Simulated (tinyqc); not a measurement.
What each parameter does: donor near an oxide interface in a gate field (two-state model).

Interface at z = 0 (hard wall), donor at z = d, field F pulling electrons to the interface: potential e F z; 1 kV/cm = 1e-5 eV/angstrom, c = hbar^2/2m0, q = e^2/(4 pi eps0), Q = (eps - eo)/(eps + eo). Donor state: E_D = e F d - ED - q Q/(4 eps d), the last term joining the images of ion and electron. Interface state: z exp(-b z/2) exp(-rho^2/(2 L^2)) with E_z = c b^2/(4 mz) + 3 e F/b + q Q b/(8 eps), minimised over b; in the plane at z = 3/b the ion (distance D = d - 3/b) and its image (D' = d + 3/b) give E_rho = c/(mt L^2) - (q/eps)(sqrt(pi)/L)[erfcx(D/L) + Q erfcx(D'/L)], erfcx(x) = exp(x^2) erfc(x), minimised over L. E_I = E_z + E_rho.

The two states couple by t = t0 exp(-D/aD) with t0 = q/(eps aD) (2 aD/L) sqrt(aD b/2) v, v a valley factor; this form is an estimate. With detuning u = E_D - E_I the splitting is sqrt(u^2 + 4 t^2) and the lower state has weight (1 - u/sqrt(u^2 + 4 t^2))/2 on the donor.

Constants: hbar^2/2m0 = 3.80998211 eV angstrom^2; e^2/(4 pi eps0) = 14.39964547 eV angstrom.

Inputs chosen for the exercise (near those of a donor in Si below Si3N4, static dielectric constants; not measured data):
- d = 110 angstrom (depth of the donor)
- ED = 31.7 meV (bulk binding energy)
- mz = 0.934 m0 (mass across the interface)
- mt = 0.194 m0 (mass in the plane)
- eps = 11.6 (dielectric constant of the semiconductor)
- eo = 7.5 (dielectric constant of the oxide)
- aD = 16.2 angstrom (donor radius)
- v = 0.39 (valley factor)

Critical field (E_D = E_I), and t and L there.

Results for these values:

| case | critical field (kV/cm) | t (meV) | L (angstrom) |
|---|---|---|---|
| base | 42.0 | 0.104 | 85.5 |

What happens to each result for ED = 37.7 meV, all else kept?

Answer: critical field rises from 42.0 to 50.4; t falls from 0.104 to 0.0912; L rises from 85.5 to 86.9.

The same for each parameter in turn:

| case | critical field (kV/cm) | t (meV) | L (angstrom) |
|---|---|---|---|
| base | 42.0 | 0.104 | 85.5 |
| d = 100 angstrom | 47.1 | 0.192 | 79.7 |
| ED = 37.7 meV | 50.4 | 0.0912 | 86.9 |
| aD = 17.8 angstrom | 42.0 | 0.163 | 85.5 |
| mz = 0.794 m0 | 43.3 | 0.112 | 84.7 |
| mt = 0.223 m0 | 41.4 | 0.111 | 80.7 |
| eo = 11.2 | 40.0 | 0.0932 | 88.6 |
| eps = 12.3 | 43.1 | 0.0947 | 87.5 |

Computed by tinyqc, a small Python program: `OMP_NUM_THREADS=1 python tinyqc.py 1250226 1250227 out.jsonl` (the numbers bound the seed that draws the inputs); one thread of a shared host (Intel(R) Xeon(R) Processor @ 2.30GHz), about 0.07 s for the whole set of steps.
